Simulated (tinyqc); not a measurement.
## Slope factor and drain-induced lowering from three currents

Question. With source and body at 0 V, I = A exp((Vg + dd Vd)/(nf Vt)) (1 - exp(-Vd/Vt)). Find nf, the swing nf Vt ln 10 and dd.

Values chosen for this exercise:

| symbol | value | unit | meaning |
|---|---|---|---|
| T | 358 | K | temperature |

Constants: q = 1.602176634e-19 C, kB = 1.380649e-23 J/K, Vt = kB T/q. Results are converted to the units shown.

currents at (Vg, Vd) = (0, 0.05), (0, 0.8) and (0.06, 0.8) V (nA/um): [0.20211002, 1.2405655, 6.1088622]

Answer. The pair at equal Vd gives nf; the pair at equal Vg, after dividing out the factors 1 - exp(-Vd/Vt), gives dd.

nf = 1.220
swing = 86.66 mV/decade
dd = 0.08000

tinyqc, about 0.03 s, one thread, Intel Xeon 2.30GHz (shared host): `OMP_NUM_THREADS=1 python tinyqc.py 2242174 2242175 out.jsonl`
